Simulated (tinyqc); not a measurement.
Raising U: Hubbard ring of 6 sites, mean field against exact. Computed by the program tinyqc. Command: `OMP_NUM_THREADS=1 python tinyqc.py 110530 110531 out.jsonl`; one thread of a shared host (Intel(R) Xeon(R) Processor @ 2.60GHz), about 4 s.

one-body matrix (hopping and site energies) (eV):
```
         1        2        3        4        5        6
1   0.0000  -1.2700   0.0000   0.0000   0.0000  -1.2700
2  -1.2700   0.0000  -1.2700   0.0000   0.0000   0.0000
3   0.0000  -1.2700   0.0000  -1.2700   0.0000   0.0000
4   0.0000   0.0000  -1.2700   0.0000  -1.2700   0.0000
5   0.0000   0.0000   0.0000  -1.2700   0.0000  -1.2700
6  -1.2700   0.0000   0.0000   0.0000  -1.2700   0.0000
```

electrons, up and down: 3  3

Collinear unrestricted mean field (the lowest of 40 random starts) against exact diagonalisation.

Exact and mean-field results (eV):
```
U            U/t    E exact  E mean field  mean |n_up - n_down|  double occupancy, exact  first gap in the sector
0.6400    0.5039  -9.232515     -9.200000                0.0000                   0.2330                   2.3226
1.2700    1.0000  -8.383471     -8.255000                0.0000                   0.2161                   2.1034
2.5400    2.0000  -6.870010     -6.350000                0.0000                   0.1808                   1.6676
3.8100    3.0000  -5.630359     -4.637128                0.5539                   0.1446                   1.2810
5.0800    4.0000  -4.659257     -3.602129                0.7578                   0.1111                   0.9783
7.6200    6.0000  -3.363617     -2.473458                0.8914                   0.0637                   0.6161
10.1600   8.0000  -2.601126     -1.876181                0.9384                   0.0391                   0.4427
15.2400  12.0000  -1.777819     -1.261304                0.9724                   0.0186                   0.2880
25.4000  20.0000  -1.082684     -0.760105                0.9900                   0.0070                   0.1727
```

In absolute terms mean field is worst at U/t = 4.0, 1.057 eV too high: at small U it is nearly exact, and at large U it misses only exchange-scale energies. Its local moments set in at U/t = 3.0 of those listed, a broken symmetry that the exact state of a finite cluster with equal spins does not have. Relative to the exact energy its error is 0.4 % at the smallest U, 30 % at most and 30 % at the largest. The double occupancy falls from 0.233 to 0.007; at the largest U the first gap is 0.68 times the exchange scale 4t^2/U.
